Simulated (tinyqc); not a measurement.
Worked calculation: tight binding, honeycomb lattice. Computed by tinyqc, a small Python program that keeps every step. Settings: t1 = 0.95, t2 = 0, phi = 0, delta = 0, points = 5. Command: `OMP_NUM_THREADS=1 python tinyqc.py 22168 22169 out.jsonl` (the two numbers bound the seeds that draw the settings). One thread of a shared host (Intel(R) Xeon(R) Processor @ 2.60GHz), about 0.01 s of CPU time with the checks.

## Bloch Hamiltonian at k

Parameters chosen for this model:

| parameter | value | unit |
|---|---|---|
| t1 | 0.950000 | eV, nearest |
| t2 | 0 | eV, second neighbours |
| phi | 0 | rad, phase of t2 (Haldane) |
| delta | 0 | eV, +/- on A and B |

k point k (fractions of the reciprocal vectors): 0.010000  0.190000

H_AB = -t1 (1 + exp(-i k.a1) + exp(-i k.a2)); H_AA = delta - 2 t2 sum cos(k.b + phi), H_BB = -delta - 2 t2 sum cos(k.b - phi), b = a1, a2 - a1, -a2.

H(k) at k (eV):
```
                     A                    B
A             0.000000  -2.247844+0.942939i
B  -2.247844-0.942939i             0.000000
```

## Levels at k

Diagonalise the Hermitian matrix.

eigenvalues (eV): -2.437608  2.437608

weights |c|^2 of the basis functions:
```
     band 1    band 2
A  0.500000  0.500000
B  0.500000  0.500000
```

## Bloch Hamiltonian at K

k point K (fractions of the reciprocal vectors): 0.333333  0.666667

As before.

H(k) at K (eV):
```
          A         B
A  0.000000  0.000000
B  0.000000  0.000000
```

## Levels at K

As before.

eigenvalues (eV): 0.000000  0.000000

## Bands along a path

The same steps at evenly spaced points between the labelled ones.

Bands along the path (eV):

| k | band 1 | band 2 |
|---|---|---|
| G | -2.850000 | 2.850000 |
| G-K 0.25 | -2.595448 | 2.595448 |
| G-K 0.50 | -1.900000 | 1.900000 |
| G-K 0.75 | -0.950000 | 0.950000 |
| K | 0 | 0 |
| K-M 0.25 | -0.393503 | 0.393503 |
| K-M 0.50 | -0.695448 | 0.695448 |
| K-M 0.75 | -0.885259 | 0.885259 |
| M | -0.950000 | 0.950000 |
| M-K' 0.25 | -0.885259 | 0.885259 |
| M-K' 0.50 | -0.695448 | 0.695448 |
| M-K' 0.75 | -0.393503 | 0.393503 |
| K' | 0 | 0 |

With 1 band(s) filled, the highest filled level on these points lies at K and the lowest empty one at K: the bands touch or overlap, so there is no gap.
